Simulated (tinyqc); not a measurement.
Gate sweep: ballistic transport through the one-dimensional subbands of a rectangular nanowire or nanosheet channel. Computed by tinyqc, a small Python program. Command: `OMP_NUM_THREADS=1 python tinyqc.py 3012758 3012759 out.jsonl wire walk`. One thread of a shared host (Intel(R) Xeon(R) Processor @ 2.30GHz), about 0.03 s of CPU time with the checks.

Hard walls, parabolic subbands, transport along x. Energies are counted from the bulk conduction band edge at the top of the barrier, which the gate pulls down by U; the source Fermi level lies at the bulk edge when U = 0.

Inputs (values chosen for the exercise, modelled on silicon):

| quantity | value | unit |
|---|---|---|
| light mass m_t | 0.18 | m_0 |
| heavy mass m_l | 0.9 | m_0 |
| height a | 2.8 | nm |
| width b | 5.4 | nm |
| equivalent oxide thickness t | 1.2 | nm |
| drain voltage V_D | 0.05 | V |
| temperature T | 77 | K |

Valleys: silicon [100] wire.

Constants: hbar^2/(2 m_0) = 3.80998212 eV angstrom^2; k_B = 8.617333262e-05 eV/K; m_0 = 9.1093837015e-31 kg; k_B = 1.380649e-23 J/K; hbar = 1.054571817e-34 J s; eps_0 = 8.8541878128e-12 F/m; e = 1.602176634e-19 C; h = 6.62607015e-34 J s.

Method:
- E_pq = (hbar^2 pi^2/2)(p^2/(m_y b^2) + q^2/(m_z a^2)); valley pairs: (m_x, m_y, m_z) = (m_t, m_t, m_l), (m_t, m_l, m_t), (m_l, m_t, m_t), each with degeneracy g = 2; the 10 lowest subbands are kept.
- F_j(eta) = (1/Gamma(j + 1)) int_0^infinity x^j/(1 + exp(x - eta)) dx, F_0 = ln(1 + exp(eta)). Integrals over x = E/(k_B T) use 160 Gauss-Legendre points in u = sqrt(x) from 0 to sqrt(max(eta, 0) + 32).
- With degeneracy g = 2, eta_i = (U - E_i)/(k_B T) and u = e V_D/(k_B T): line density n = sum_i g sqrt(2 m_x k_B T/pi)/(2 hbar) [F_-1/2(eta_i) + F_-1/2(eta_i - u)]; gate: e n = C_ox (V_G - U/e), C_ox = 3.9 eps_0 2 (a + b)/t (flat-plate estimate); I = (2 e k_B T/h) sum_i g [F_0(eta_i) - F_0(eta_i - u)].
- Open modes are sum_i g/(1 + exp(-eta_i)). The last column is e dn/dV_G over C_ox, taken up to the next row.

Subbands:

| valley axis | p | q | E (meV) | m_x (m_0) |
|---|---|---|---|---|
| z | 1 | 1 | 124.933 | 0.18 |
| y | 1 | 1 | 280.790 | 0.18 |
| z | 1 | 2 | 284.810 | 0.18 |
| y | 2 | 1 | 323.774 | 0.18 |
| x | 1 | 1 | 338.102 | 0.90 |
| z | 2 | 1 | 339.857 | 0.18 |
| y | 3 | 1 | 395.415 | 0.18 |
| y | 4 | 1 | 495.713 | 0.18 |
| z | 2 | 2 | 499.734 | 0.18 |
| z | 1 | 3 | 551.271 | 0.18 |

Against the gate voltage:

| V_G (V) | U (meV) | n (1/nm) | I (microampere) | open modes | C_g/C_ox |
|---|---|---|---|---|---|
| -0.180 | -180.00 | 1.0999e-21 | 1.1310e-20 | 2.2010e-20 | 2.6511e-14 |
| -0.075 | -75.00 | 8.1995e-15 | 8.4310e-14 | 1.6408e-13 | 1.6582e-06 |
| 0.045 | 45.00 | 5.8610e-07 | 6.0265e-06 | 1.1728e-05 | 2.9881e-01 |
| 0.170 | 132.65 | 1.1002e-01 | 1.4735e+00 | 1.5237e+00 | 6.5868e-01 |
| 0.270 | 166.78 | 3.0404e-01 | 6.2227e+00 | 1.9964e+00 | 7.4459e-01 |
| 0.400 | 199.98 | 5.8915e-01 | 7.7248e+00 | 2.0000e+00 | 6.5569e-01 |
| 0.540 | 248.19 | 8.5954e-01 | 7.7597e+00 | 2.0226e+00 | 7.5012e-01 |
| 0.700 | 288.17 | 1.2131e+00 | 1.0193e+01 | 4.7641e+00 | 8.4688e-01 |
| 0.870 | 314.20 | 1.6371e+00 | 1.7639e+01 | 6.4398e+00 | 9.0749e-01 |
| 1.100 | 335.48 | 2.2519e+00 | 2.5101e+01 | 9.1925e+00 | - |

What follows from these numbers?

Between the first two rows the current rises one decade per 15 mV, against the limit ln(10) k_B T/e = 15 mV. Above threshold C_g/C_ox lies between 0.66 and 0.91: the quantum capacitance in series costs a visible part. It dips where a subband has filled past its van Hove peak and recovers when the next one opens or the drain starts to fill the band.

Extremes, crossings and ranges named in words are read from the listed rows.
